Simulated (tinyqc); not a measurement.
Coherent potential approximation for a binary alloy with a semi-elliptic band: one step. Densities on A and B, and the lifetime. Three cases, with inputs chosen for the exercise.

Question. G_i = G/(1 - (e_i - S) G); densities -Im G_i/pi; their weighted sum must be -Im G/pi. Lifetime hbar/(2 |Im S|), which has a meaning only while |Im S| is small against W. Weak-scattering value of S: x (1 - x) d^2 G.

Site levels eA = -x d (share 1 - x) and eB = (1 - x) d (share x), so that their mean, the virtual crystal, is 0. Pure band: G0(z) = 2 (z - sqrt(z - W) sqrt(z + W))/W^2 with principal roots, density -Im G/pi per site. The medium has a self-energy S(z), G = G0(z - S), z = E + i eta. t_i = (e_i - S)/(1 - (e_i - S) G); the CPA demands <t> = (1 - x) tA + x tB = 0. Iteration: start at S = 0, set S(new) = S + <t>/(1 + <t> G), stop when |<t>| < 1e-9 eV.

Constants: hbar = 6.58211957e-16 eV s.

Give: densities; lifetime; weak-scattering S.

Case 1.

Values chosen: x = 0.1 (fraction of B); d = 0.58 eV (eB - eA).

eA, eB (eV): [-0.058000, 0.522000]

S = -0.0088922-0.0146174i eV
G = -0.1766248-0.6034433i 1/eV

Answer.

densities (1/eV): on A 0.1969, on B 0.1485, weighted sum 0.1921, medium 0.1921

lifetime = 22.5 fs
weak-scattering S = -0.0053-0.0183i eV

An A site carries the larger density here, by a factor 1.33; the weak-scattering value is 30 % from S.

Case 2.

Values chosen: x = 0.44 (fraction of B); d = 0.37 eV (eB - eA).

eA, eB (eV): [-0.162800, 0.207200]

S = -0.0093178-0.0562287i eV
G = -0.1045665-1.5552126i 1/eV

Answer.

densities (1/eV): on A 0.5263, on B 0.4552, weighted sum 0.4950, medium 0.4950

lifetime = 5.85 fs
weak-scattering S = -0.0035-0.0525i eV

An A site carries the larger density here, by a factor 1.16; the weak-scattering value is 12 % from S.

Case 3.

Values chosen: x = 0.41 (fraction of B); d = 0.24 eV (eB - eA).

eA, eB (eV): [-0.098400, 0.141600]

S = 0.0012383-0.0184747i eV
G = 0.1537301-1.2814536i 1/eV

Answer.

densities (1/eV): on A 0.3979, on B 0.4222, weighted sum 0.4079, medium 0.4079

lifetime = 17.8 fs
weak-scattering S = 0.0021-0.0179i eV

A B site carries the larger density here, by a factor 1.06; the weak-scattering value is 6 % from S.

Computed by tinyqc, one run a case: `OMP_NUM_THREADS=1 python tinyqc.py N N+1 out.jsonl` with N = 1481159, 1481199, 1481201; one thread of a shared Intel(R) Xeon(R) Processor @ 2.30GHz, about 0.05 s a run at most.
